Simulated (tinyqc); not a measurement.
# Interface traps from C-V curves, high-low and Terman methods: what changes with what

MOS capacitor on an n-type substrate; psi is the band bending, negative in depletion; only majority carriers are counted. At the bending psi the Fermi level lies y = xi - psi below the conduction edge at the surface, xi = Vt ln(Nc/Nd). Dit(y) = D0 + D1 exp(-y/E1); traps fill up to the Fermi level, follow the bias and a slow signal, and do not follow a fast one. V is the gate voltage from flat band.

Parameters, values chosen for the exercise; band and dielectric values close to those of gallium arsenide: temperature T = 300 K; relative permittivity eps_r = 12.7; conduction-band density of states at T Nc = 4.39e17 cm^-3; donor density Nd = 4.4e16 cm^-3; equivalent oxide thickness EOT = 5.7 nm; trap density far from the band edge D0 = 3.2e11 cm^-2 eV^-1; band-tail density at the conduction edge D1 = 4.6e12 cm^-2 eV^-1; decay energy of the tail E1 = 0.16 eV.

Constants: q = 1.602176634e-19 C, kB = 1.380649e-23 J/K, Vt = kB T/q, eps0 = 8.8541878128e-14 F/cm where lengths are in cm. Results are converted to the units shown.

Each table varies one quantity; the others keep the values above.

## An error in the doping read as traps

Cox = 3.9 eps0/EOT, LD = sqrt(eps0 eps_r Vt/(q Nd)), u = psi/Vt, Cd = (eps0 eps_r/(sqrt(2) LD)) |exp(u) - 1|/sqrt(exp(u) - u - 1). Ideal V0 = psi - sqrt(2) (eps0 eps_r Vt/LD) sqrt(exp(u) - u - 1)/Cox for psi < 0; the traps add dV = (q/Cox) times the integral of Dit from 0 to psi = (q/Cox) [D0 psi + D1 E1 exp(-xi/E1) (exp(psi/E1) - 1)]. 1/C_HF = 1/Cox + 1/Cd, 1/C_LF = 1/Cox + 1/(Cd + q Dit). The sample has Nd; the ideal curve is drawn with Nd (1 + e). At the true psi = -0.326 V the measured C_HF is matched to the ideal curve, which gives psi', and Dit = (Cox/q) [dV/dpsi' - 1 - Cd'(psi')/Cox], derivatives exact.

The same in every row: true Dit (cm^-2 eV^-1) = 7.335e11.

An error in the doping read as traps:
```
e,psi' (V),apparent Dit (cm^-2 eV^-1)
-0.15,-0.2810,1.655e12
-0.1,-0.2960,1.314e12
-0.05,-0.3110,1.009e12
-0.02,-0.3200,8.402e11
0,-0.3260,7.335e11
0.02,-0.3320,6.310e11
0.05,-0.3410,4.845e11
0.1,-0.3560,2.581e11
0.15,-0.3710,5.134e10
```

The apparent Dit falls from 1.66e12 to 5.13e10 cm^-2 eV^-1, against the true 7.33e11. An error of +5 % in the doping shifts it by -2.49e11 cm^-2 eV^-1, 33.9 % of the true value.

## Subthreshold swing with traps

Same model as above.

At psi = -0.326 V the swing of a transistor with this gate would be S = Vt ln 10 (1 + (Cd + q Dit)/Cox), Dit as above.

Subthreshold swing with traps:
```
D0 (cm^-2 eV^-1),Dit (cm^-2 eV^-1),q Dit/Cox,S (mV/decade)
8.5e9,4.220e11,0.1116,77.46
2.5e10,4.385e11,0.1160,77.72
7.3e10,4.865e11,0.1287,78.48
2.1e11,6.235e11,0.1649,80.63
6.2e11,1.033e12,0.2733,87.09
1.8e12,2.213e12,0.5854,105.7
5.3e12,5.713e12,1.511,160.8
1.5e13,1.541e13,4.076,313.5
```

S rises from 77.5 to 313 mV/decade; without traps it is 70.8. The traps add 10 mV/decade at Dit = 6.35e11 cm^-2 eV^-1 and equal Cox at 3.78e12.

Program tinyqc, `OMP_NUM_THREADS=1 python tinyqc.py 2030108 2030109 out.jsonl`; Intel Xeon 2.30GHz, shared host, one thread, about 0.01 s.
